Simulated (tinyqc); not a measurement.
Schottky barrier on an n-type semiconductor with a doping step, non-linear Poisson equation by Newton steps: one step of the calculation.

One dimension, metal at x = 0, donor density C(x) = N1 for x < x1 and Nd beyond. Energies are counted from the electron Fermi level of the semiconductor and the conduction-band edge is Ec = -psi, so n = Nc exp(psi/Vt); holes follow the Fermi level of the metal, at -V, so p = Nv exp((V - psi - Eg)/Vt). Ends: psi(0) = V - phiB and psi = Vt ln(Nd/Nc) deep inside. Boltzmann statistics, full ionisation, no current, no image force in the Poisson equation.

Task. Densities, residual and Jacobian diagonal. n_i = Nc exp(psi_i/Vt), p_i = Nv exp((V - psi_i - Eg)/Vt), rho_i = p_i - n_i + C_i, g_i = (n_i + p_i)/Vt. Box widths w_i = (h_(i-1) + h_i)/2 in cm. Residual F_i = a_i (psi_(i+1) - psi_i) - a_(i-1) (psi_i - psi_(i-1)) + q rho_i w_i; Jacobian: a_(i-1) and a_i beside the diagonal, b_i = -a_(i-1) - a_i - q g_i w_i on it. The two end nodes are fixed.

Values chosen for this exercise; band and dielectric values those of a made-up semiconductor:
- T = 350 K (temperature)
- Eg = 1.32 eV (band gap)
- Nc = 2.73e19 cm^-3 (conduction-band density of states at T)
- Nv = 3.38e19 cm^-3 (valence-band density of states at T)
- V = 0.11 V (bias of the metal against the semiconductor)

Constants: q = 1.602176634e-19 C, kB = 1.380649e-23 J/K, Vt = kB T/q. Results are converted to the units shown.

x, node 0 to 13 (nm): [0, 7.3, 15.7, 25.5, 36.7, 49.6, 64.6, 81.9, 102, 125, 151, 182, 217, 258]
coupling a_i, interval 0 to 12 (F/cm^2): [1.0685670e-6, 9.2863565e-7, 7.9597341e-7, 6.9647674e-7, 6.0469298e-7, 5.2003596e-7, 4.5089823e-7, 3.8808654e-7, 3.3915389e-7, 3.0002075e-7, 2.5163031e-7, 2.2287256e-7, 1.9025706e-7]
psi after iteration 1, node 0 to 13 (V): [-0.61000000, -0.40572999, -0.37765033, -0.34893192, -0.32017499, -0.29075089, -0.25920833, -0.17791886, -0.16864518, -0.16670085, -0.16636422, -0.16631643, -0.16631127, -0.16631079]
donor density C, node 0 to 13 (cm^-3): [5.5e15, 5.5e15, 5.5e15, 5.5e15, 5.5e15, 5.5e15, 5.5e15, 1.1e17, 1.1e17, 1.1e17, 1.1e17, 1.1e17, 1.1e17, 1.1e17]

Find: n; p; residual F; diagonal b.

Result.

n, node 0 to 13 (cm^-3): [4.4931e10, 3.9256e13, 9.9595e13, 2.5809e14, 6.6965e14, 1.7764e15, 5.0551e15, 7.4859e16, 1.0181e17, 1.0859e17, 1.0981e17, 1.0998e17, 1.1000e17, 1.1000e17]
p, node 0 to 13 (cm^-3): [7.7499e10, 8.8703e7, 3.4963e7, 1.3492e7, 5.2000e6, 1.9603e6, 6.8884e5, 46516, 34203, 32068, 31712, 31662, 31656, 31656]
residual F, node 1 to 12 (in units of 1e-7 C/cm^2): [-1.9151, -0.0243, -0.0195, -0.0130, -0.0056, 0.2037, -0.2253, -0.0011, 0.0000, 0.0000, 0.0000, 0.0000]
diagonal b, node 1 to 12 (F/cm^2): [-1.9974e-6, -1.7251e-6, -1.4939e-6, -1.3055e-6, -1.1379e-6, -1.0143e-6, -1.5826e-6, -1.8927e-6, -2.0524e-6, -2.2141e-6, -2.4024e-6, -2.6336e-6]

Program tinyqc, `OMP_NUM_THREADS=1 python tinyqc.py 2020009 2020010 out.jsonl`; Intel Xeon 2.30GHz, shared host, one thread, about 0.09 s.
